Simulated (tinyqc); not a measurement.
Trap density from swing and capacitance.

Question. In an MOS structure at one bias the subthreshold swing is S = Vt ln 10 (1 + (Cd + q Dit)/Cox) and 1/C_HF = 1/Cox + 1/Cd, Cox = 3.9 eps0/EOT. Find Cd and Dit.

Values chosen for this exercise:

| symbol | value | unit | meaning |
|---|---|---|---|
| T | 250 | K | temperature |
| EOT | 2 | nm | equivalent oxide thickness |

Constants: q = 1.602176634e-19 C, kB = 1.380649e-23 J/K, Vt = kB T/q, eps0 = 8.8541878128e-14 F/cm where lengths are in cm. Results are converted to the units shown.

S = 54.845225 mV/decade
C_HF = 115.30672 nF/cm^2

Solution. C_HF gives Cd, and the swing gives Cd + q Dit.

Cd = 124 nF/cm^2
Dit = 3.67e11 cm^-2 eV^-1

tinyqc, about 0.01 s, one thread, Intel Xeon 2.30GHz (shared host): `OMP_NUM_THREADS=1 python tinyqc.py 2030138 2030139 out.jsonl`
